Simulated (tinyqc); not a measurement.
What moves the results: six-band Luttinger-Kohn model with strain. A value that a table varies takes the place of the one given here.

Six-band Luttinger-Kohn model in the basis |3/2,3/2>, |3/2,1/2>, |3/2,-1/2>, |3/2,-3/2>, |1/2,1/2>, |1/2,-1/2>, electron energies, zero at the top of the unstrained valence band. H = -[rows: (P+Q, -S, R, 0, -S/r2, r2 R); (-S*, P-Q, 0, R, -r2 Q, r32 S); (R*, 0, P-Q, S, r32 S*, r2 Q); (0, R*, S*, P+Q, -r2 R*, -S*/r2); (-S*/r2, -r2 Q, r32 S, -r2 R, P+Dso, 0); (r2 R*, r32 S*, r2 Q, -S/r2, 0, P+Dso)], r2 = sqrt(2), r32 = sqrt(3/2). Levels are twofold.

P = c g1 k^2 - av tr(e); Q = c g2 (kx^2 + ky^2 - 2 kz^2) - (b/2)(exx + eyy - 2 ezz); R = c sqrt3 [-g2 (kx^2 - ky^2) + 2i g3 kx ky] + (sqrt3/2) b (exx - eyy) - i d exy; S = 2 c sqrt3 g3 (kx - i ky) kz - d (exz - i eyz); c = hbar^2/2m0, e the strain tensor (not engineering shear).

s11 = (C11 + C12)/((C11 - C12)(C11 + 2 C12)), s12 = -C12/((C11 - C12)(C11 + 2 C12)), s44 = 1/C44; exx = s11 sxx + s12 (syy + szz) and cyclic, exy = s44 sxy/2; tension is positive. A uniaxial stress X along the unit vector n is s_ij = X n_i n_j.

Constants: hbar^2/2m0 = 3.80998211 eV angstrom^2.

Inputs chosen for the exercise (near those of Si; not measured data): Dso = 0.045 eV (spin-orbit splitting); g1 = 4.26 (Luttinger gamma1); g2 = 0.34 (gamma2); g3 = 1.45 (gamma3); av = 2.32 eV (valence hydrostatic potential); b = -1.99 eV (tetragonal shear potential); d = -4.87 eV (trigonal shear potential); C11 = 163.7 GPa; C12 = 66.4 GPa; C44 = 82.2 GPa; load = uniaxial [110] (kind of stress); X1 = 1.2 GPa (size of the stress); E_h = 20 meV (hole energy below the top); X = -2.33 GPa (stress).

## Sweep of a uniaxial [110] stress

Edges at k = 0 and curvature masses of the top pair along [100] and [001] (step 0.0002 1/angstrom); at zero stress the top is fourfold and has no single curvature.

Edges and masses:
```
X (GPa)  top (eV)  second (eV)  third (eV)  splitting (meV)  m [100]  m [001]
-2.10      0.0473      -0.0533     -0.0883            100.7    0.218    0.278
-1.40      0.0290      -0.0357     -0.0711             64.8    0.218    0.276
-0.70      0.0121      -0.0180     -0.0556             30.1    0.220    0.272
0.00       0.0000       0.0000     -0.0450              0.0        -        -
0.70       0.0182       0.0006     -0.0474             17.6    0.249    0.210
1.40       0.0366       0.0123     -0.0610             24.2    0.253    0.205
2.10       0.0551       0.0275     -0.0783             27.6    0.256    0.201
```

The splitting reaches 100.7 meV under compression and 27.6 meV under the same tension; linear shear terms alone would make the two equal, and the difference comes from the coupling to the split-off band. At the ends of the sweep the top pair has a mass along [100] of 0.218 under compression and 0.256 under tension, so compression gives the lighter holes along [100]; along [001] it has 0.278 and 0.201. The top edge itself moves by +47 and +55 meV.

## Which stress helps holes along [110]

Each load has size X1 (biaxial: sxx = syy); masses are curvatures of the top pair at k = 0.

Results:
```
load                         splitting (meV)  top edge (meV)  m [110]  m [001]
uniaxial [110], compression             54.7            24.0    0.117    0.275
uniaxial [110], tension                 22.9            31.3    0.431    0.206
uniaxial [100], compression             63.4            29.5    0.219    0.275
uniaxial [100], tension                 23.1            33.9    0.245    0.217
uniaxial [111], compression             52.1            22.1    0.145    0.235
uniaxial [111], tension                 21.8            29.9    0.356    0.235
biaxial (001), compression              23.1             5.8    0.217    0.279
biaxial (001), tension                  63.4            57.7    0.275    0.181
```

The lightest mass along [110] (0.117) comes with uniaxial [110], compression. The largest splitting (63.4 meV) comes with uniaxial [100], compression; biaxial (001), tension. The heaviest mass along [001] (0.279), which lowers the confinement energy in a (001) channel, comes with biaxial (001), compression. The splitting per GPa follows b (s11 - s12) for loads along cube axes and d s44 for [111]: here 2 |b| (s11 - s12) = 40.9 and |d| s44/sqrt3 = 34.2 meV per GPa in the limit of large Dso; where the splitting nears Dso, mixing with the split-off band makes it depend on the sign of the load.

## Warping of the constant-energy contours (six-band Luttinger-Kohn model)

No strain (e = 0). In the plane kz = 0, |k| where the top and second pairs lie E_h below the top, against the angle from [100]; m = c k^2/E_h.

Contours:
```
angle (degrees)  k top (1/angstrom)  k second (1/angstrom)  m top (m0)  m second (m0)
0                            0.0383                 0.0329       0.279          0.206
9                            0.0404                 0.0321       0.310          0.196
18                           0.0457                 0.0309       0.398          0.182
27                           0.0554                 0.0300       0.585          0.172
36                           0.0729                 0.0295       1.013          0.166
45                           0.0901                 0.0294       1.548          0.164
```

The heavy contour reaches 2.354 times as far along [110] as along [100], the light one 0.892 times. The warping follows g3 - g2 = 1.11 and would vanish for g2 = g3. Along [100] the heavy mass is 1/(g1 - 2 g2) = 0.279 at any energy, while the light one is 0.2062, against 1/(g1 + 2 g2) = 0.2024 at the edge, for E_h/Dso = 0.44.

## What each parameter does

Edges at k = 0 under a uniaxial [110] stress X and the curvature mass of the top pair along [100] (step 0.0002 1/angstrom). Each row changes one parameter from the base and keeps the others.

Results:
```
case             top (eV)  second (eV)  third (eV)  mass (m0)
base               0.0535      -0.0591     -0.0941      0.218
C44 = 98.64 GPa    0.0439      -0.0520     -0.0917      0.218
d = -5.844 eV      0.0651      -0.0660     -0.0988      0.218
av = 2.784 eV      0.0499      -0.0627     -0.0978      0.218
X = -2.796 GPa     0.0661      -0.0706     -0.1061      0.218
b = -1.592 eV      0.0489      -0.0576     -0.0910      0.218
g3 = 1.74          0.0535      -0.0591     -0.0941      0.218
C12 = 79.68 GPa    0.0587      -0.0569     -0.0970      0.218
```

The largest shifts from the base row, up to three for each result and ties (the steps differ in size, so this ranks the rows, not the parameters). top (eV): X +0.0126, d +0.0116, C44 -0.0096; unchanged at the printed digits by g3. second (eV): X -0.0116, C44 +0.0071, d -0.0070; unchanged at the printed digits by g3. third (eV): X -0.0120, d -0.0047, av -0.0036; unchanged at the printed digits by g3. mass (m0): unchanged at the printed digits by C44, d, av, X, b, g3 and C12. The Luttinger parameters multiply k^2 and cannot move the edges; av shifts all edges alike and leaves the mass.

tinyqc: `OMP_NUM_THREADS=1 python tinyqc.py 1080184 1080185 out.jsonl`; about 0.09 s, one thread, shared Intel(R) Xeon(R) Processor @ 2.30GHz.
